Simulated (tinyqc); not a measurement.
# Line constants from open and short measurements

Inverse problem. A uniform line of length len, under a quarter wavelength, has Z_open = Zc coth(gamma len) and Z_short = Zc tanh(gamma len); gamma Zc = r + i w l and gamma/Zc = g + i w c, w = 2 pi f. Find r, l and c.

Inputs (values chosen for the exercise): length len = 0.62 mm; frequency f = 9.3 GHz.

Zin with the far end open = 3.57886-177.95484i ohm
Zin with the far end shorted = 5.466239+11.321746i ohm

Solution. The product of the two impedances is Zc^2 and their ratio tanh^2(gamma len); the principal branch holds below a quarter wavelength.

r = 8.46 ohm/mm
l = 0.308 nH/mm
c = 152 pF/m

Numbers from tinyqc (`OMP_NUM_THREADS=1 python tinyqc.py 2810116 2810117 out.jsonl`; about 0.01 s on one thread of a shared Intel Xeon 2.30GHz).
